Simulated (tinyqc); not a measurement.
# Thermophotovoltaic cell, detailed-balance limit: what changes with what

Every photon above the gap Eg makes one pair and none below is absorbed; carriers thermalise at T and move without loss. Jsc = q F Phi(Eg, Ts); the dark current is J0 = q ge Phi(Eg, T)/ERE with the Boltzmann factor exp(V/Vt). Photons below the gap return to the emitter with reflectance Rf, and the efficiency is the electrical power over the radiant power not returned (luminescence back to the emitter is not credited).

Values chosen for this exercise: cell temperature T = 350 K; emitter temperature Ts = 1600 K; share of the hemisphere filled by the emitter F = 0.26; reflectance for photons below the gap Rf = 0.99; external radiative efficiency ERE = 1; number of faces that emit ge = 1; band gap Eg = 0.98 eV.

Constants: q = 1.602176634e-19 C, kB = 1.380649e-23 J/K, h = 6.62607015e-34 J s, c = 299792458 m/s, Vt = kB T/q. Results are converted to the units shown.

Each table varies one quantity; the others keep the values above.

## Effect of the external radiative efficiency

Photon flux above E from a black body at temperature T into a hemisphere: Phi(E, T) = A sum_k exp(-k E/th)[E^2 th/k + 2 E th^2/k^2 + 2 th^3/k^3], k = 1, 2, ..., with th = kB T/q in eV and A = 2 pi q^3/(h^3 c^2). J(V) = Jsc - J0 (exp(V/Vt) - 1); Voc = Vt ln(1 + Jsc/J0); at maximum power v = Vmp/Vt solves (1 + v) exp(v) = 1 + Jsc/J0. Pin = F sigma Ts^4, sigma = 2 pi^5 kB^4/(15 h^3 c^2). Power above the gap: Pg = F A q sum_k exp(-k Eg/th)[Eg^3 a + 3 Eg^2 a^2 + 6 Eg a^3 + 6 a^4], a = th/k at Ts; power not returned Pab = Pin - Rf (Pin - Pg). FF = Vmp Jmp/(Voc Jsc).

The same in every row: Jsc (mA/cm^2) = 589.8.

Results:
```
ERE     Voc (V)  Eg/q - Voc (V)      FF  efficiency (%)
1e-6     0.3607          0.6193  0.7269           20.05
1e-5     0.4301          0.5499  0.7571           24.90
0.0001   0.4996          0.4804  0.7807           29.83
0.001    0.5690          0.4110  0.7998           34.80
0.01     0.6385          0.3415  0.8156           39.82
1        0.7774          0.2026  0.8402           49.94
```

Estimate the missing row, ERE = 0.1.

Computed row:
```
ERE  Voc (V)  Eg/q - Voc (V)      FF  efficiency (%)
0.1   0.7079          0.2721  0.8289           44.87
```

With this row back in the table: As ERE goes from 1e-6 to 1, Jsc stays at 590 mA/cm^2, Voc rises from 0.361 to 0.777 V and the efficiency rises from 20.0 to 49.9 %. Each decade of ERE is worth 69.4 mV (Vt ln 10).

## Effect of the share of the hemisphere filled by the emitter

Same model as above.

FF = Vmp Jmp/(Voc Jsc).

Effect of the share of the hemisphere filled by the emitter:
```
F     Jsc (mA/cm^2)  Voc (V)  Eg/q - Voc (V)      FF  efficiency (%)
0.1           226.9   0.7486          0.2314  0.8357           47.84
0.25          567.1   0.7762          0.2038  0.8400           49.86
0.4           907.4   0.7904          0.1896  0.8421           50.90
0.55           1248   0.8000          0.1800  0.8435           51.60
0.7            1588   0.8073          0.1727  0.8446           52.13
0.85           1928   0.8131          0.1669  0.8454           52.56
1              2269   0.8180          0.1620  0.8461           52.92
```

As F goes from 0.1 to 1, Jsc rises from 227 to 2270 mA/cm^2, Voc rises from 0.749 to 0.818 V and the efficiency rises from 47.8 to 52.9 %. For F = 0.55 to 1 Voc lies within 6 Vt of the gap, where the Boltzmann form of the emission begins to fail.

## Effect of the band gap

Same model as above.

FF = Vmp Jmp/(Voc Jsc).

Result of one run:
```
Eg (eV)  Jsc (mA/cm^2)  Voc (V)  Eg/q - Voc (V)       FF  efficiency (%)
1.3             95.212   1.0258         0.27421  0.87004          36.181
```

What becomes of these results when the band gap Eg is changed from 1.3 to 1.15 eV, all else the same?

Result of the changed run:
```
Eg (eV)  Jsc (mA/cm^2)  Voc (V)  Eg/q - Voc (V)       FF  efficiency (%)
1.15            227.24  0.90924         0.24076  0.85770          45.022
```

The whole series:
```
Eg (eV)  Jsc (mA/cm^2)  Voc (V)  Eg/q - Voc (V)       FF  efficiency (%)
0.55            5211.7  0.44650         0.10350  0.76316          44.727
0.7             2560.1  0.56122         0.13878  0.79788          48.783
0.85            1188.1  0.67681         0.17319  0.82319          50.566
1               528.29  0.79288         0.20712  0.84248          49.631
1.15            227.24  0.90924         0.24076  0.85770          45.022
1.3             95.212   1.0258         0.27421  0.87004          36.181
1.45            39.055   1.1425         0.30753  0.88025          24.700
1.6             15.742   1.2592         0.34075  0.88886          14.202
```

As Eg goes from 0.55 to 1.6 eV, Jsc falls from 5210 to 15.7 mA/cm^2, Voc rises from 0.446 to 1.26 V and the efficiency goes from 44.7 through a maximum of 50.6 (at Eg = 0.85 eV among the rows listed) to 14.2 %. A wider gap raises the voltage and loses photons, hence the maximum. For Eg = 0.55 to 0.85 eV Voc lies within 6 Vt of the gap, where the Boltzmann form of the emission begins to fail.

Program tinyqc, `OMP_NUM_THREADS=1 python tinyqc.py 2820109 2820110 out.jsonl`; Intel Xeon 2.30GHz, shared host, one thread, about 0.01 s.
